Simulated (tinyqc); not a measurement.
# CMOS inverter, nodal equation and switching: effect of the slope factor

An n-channel pull-down (bn, VTn) and a p-channel pull-up (bp, VTp) share the input Vin and the output node Vout, which carries the load C. Transistor (EKV form, voltages against the body): I = 2 n b Vt^2 [F(vp - Vs) - F(vp - Vd)] from drain to source, F(v) = ln^2(1 + exp(v/(2 Vt))), vp = (Vg - VT + sg |Vd - Vs|)/n. n-channel bodies are at 0; for the p-channel device all voltages are counted down from Vdd. b in uA/V^2 gives I in uA. Static: In = Ip. Transient: C dVout/dt = Ip - In. No velocity saturation, no gate capacitance beyond C.

VM solves In = Ip with Vin = Vout; VIL and VIH are the inputs of gain -1, NML = VIL - Vout(VIH), NMH = Vout(VIL) - VIH. For a step input the delay to Vdd/2 is tHL = C times the integral of dV/(In - Ip) from Vdd/2 to Vdd at Vin = Vdd, and tLH likewise with Ip - In from 0 to Vdd/2 at Vin = 0.

Values chosen for this exercise:
- T = 293 K (temperature)
- Vdd = 0.5 V (supply voltage)
- sg = 0.082 (drain-induced barrier lowering)
- VTn = 0.26 V (n-channel threshold)
- VTp = 0.29 V (p-channel threshold (magnitude))
- bn = 530 uA/V^2 (gain factor of the pull-down transistor)
- bp = 1100 uA/V^2 (gain factor of the pull-up transistor)
- C = 2.2 fF (load capacitance)

Constants: q = 1.602176634e-19 C, kB = 1.380649e-23 J/K, Vt = kB T/q. Results are converted to the units shown.

Result of one run:
```
n,VM (V),gain at VM,NML (V),NMH (V),tHL (ps),tLH (ps)
1.1,0.2489,-12.17,0.1943,0.1966,31.15,18.92
```

What becomes of these results when the slope factor n is changed from 1.1 to 1.2, all else the same?

Result of the changed run:
```
n,VM (V),gain at VM,NML (V),NMH (V),tHL (ps),tLH (ps)
1.2,0.2501,-12.17,0.1940,0.1937,33.89,20.56
```

The whole series:
```
n,VM (V),gain at VM,NML (V),NMH (V),tHL (ps),tLH (ps)
1,0.2477,-12.17,0.1948,0.1996,28.41,17.25
1.1,0.2489,-12.17,0.1943,0.1966,31.15,18.92
1.2,0.2501,-12.17,0.1940,0.1937,33.89,20.56
1.3,0.2513,-12.17,0.1937,0.1910,36.60,22.17
1.4,0.2525,-12.17,0.1935,0.1883,39.27,23.74
1.5,0.2536,-12.16,0.1934,0.1856,41.89,25.27
1.6,0.2548,-12.16,0.1933,0.1831,44.46,26.76
```

As n goes from 1 to 1.6, VM rises from 0.248 to 0.255 V, the size of the gain stays near 12.2, tHL rises from 28.4 to 44.5 ps and tLH rises from 17.3 to 26.8 ps. The smaller margin is largest, 0.195 V, at n = 1 among the rows.

Program tinyqc, `OMP_NUM_THREADS=1 python tinyqc.py 2340055 2340056 out.jsonl`; Intel Xeon 2.30GHz, shared host, one thread, about 0.04 s.
